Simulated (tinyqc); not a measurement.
## Pinning of the barrier by interface states

Cowley-Sze model with the space charge neglected: phiB = S (phiM - chi) + (1 - S)(Eg - phi0), S = 1/(1 + q Dit dl/(eps0 ei)), dl in cm.

Parameters, values chosen for the exercise; band and dielectric values close to those of cadmium telluride:
- Eg = 1.48 eV (band gap)
- chi = 4.24 eV (electron affinity)
- dl = 0.5 nm (thickness of the interfacial layer)
- ei = 1 (relative permittivity of the interfacial layer)
- phi0 = 0.6 eV (neutral level above the valence band)
- phiM = 5.32 eV (metal work function)

Constants: q = 1.602176634e-19 C, eps0 = 8.8541878128e-14 F/cm where lengths are in cm. Results are converted to the units shown.

Pinning of the barrier by interface states:
```
Dit (cm^-2 eV^-1)	S	phiB (eV)	change of phiB for 0.5 eV more work function (eV)
1e11	0.99103	1.0782	0.49552
3e11	0.97357	1.0747	0.48679
1e12	0.91703	1.0634	0.45852
3e12	0.78652	1.0373	0.39326
1e13	0.52500	0.98500	0.26250
3e13	0.26923	0.93385	0.13462
1e14	0.099527	0.89991	0.049763
3e14	0.035533	0.88711	0.017767
1e15	0.010932	0.88219	0.0054659
```

S falls from 0.991 to 0.0109, passing 1/2 at Dit = eps0 ei/(q dl) = 1.11e13 cm^-2 eV^-1. The barrier falls from 1.08 to 0.882 eV, from near the Schottky-Mott value phiM - chi = 1.08 eV towards the pinned value Eg - phi0 = 0.880 eV.

tinyqc, about 0.05 s, one thread, Intel Xeon 2.30GHz (shared host): `OMP_NUM_THREADS=1 python tinyqc.py 2020029 2020030 out.jsonl`
